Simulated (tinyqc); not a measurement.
Growth with time: grain growth, pinning, strength and diffusional creep of a polycrystal or thin film. Computed by tinyqc, a small Python program. Command: `OMP_NUM_THREADS=1 python tinyqc.py 3016937 3016938 out.jsonl grain walk`. One thread of a shared host (Intel(R) Xeon(R) Processor @ 2.30GHz), about 0.01 s of CPU time with the checks.

One mean grain size d describes the structure.

Inputs (values chosen for the exercise, modelled on gold): boundary energy gamma = 0.35 J/m^2; mobility prefactor M0 = 0.00026 m^4/(J s); activation energy of boundary motion Q_m = 1.19 eV; anneal temperature T = 405 K; initial grain size d0 = 32 nm; particle volume fraction f = 0.00043; particle radius r = 2.7 nm.

Sample: bulk.

Constants: k_B = 8.617333262e-05 eV/K.

Method. M = M0 exp(-Q_m/(k_B T)). The driving pressure is 2 gamma/d. Zener pinning pressure 3 f gamma/(2 r) stops growth at d_Z = 4 r/(3 f). The limit is d_lim = d_Z. dd/dt = 2 M gamma (1/d - 1/d_lim) integrates to 2 M gamma t = d_lim (d0 - d) + d_lim^2 ln[(d_lim - d0)/(d_lim - d)]; without pinning d^2 = d0^2 + 4 M gamma t.

limit d_lim = 8372.09 nm

mobility M = 4.04330e-19 m^4/(J s)

At T:
```
t (s)     free growth (nm)  pinned growth (nm)  d/d_lim
3.70e+05               459               450.4  0.05380
1.20e+06               825               797.9  0.09531
3.70e+06              1448              1365.4  0.16309
1.20e+07              2606              2343.3  0.27990
3.70e+07              4577              3783.5  0.45192
1.20e+08              8242              5789.4  0.69152
3.70e+08             14472              7615.4  0.90962
1.20e+09             26063              8347.8  0.99710
```

The apparent exponent d ln d/d ln t of the pinned growth is at most about 0.49, below the ideal 1/2, and falls to 0.078 in the last rows: pinning hides it late.
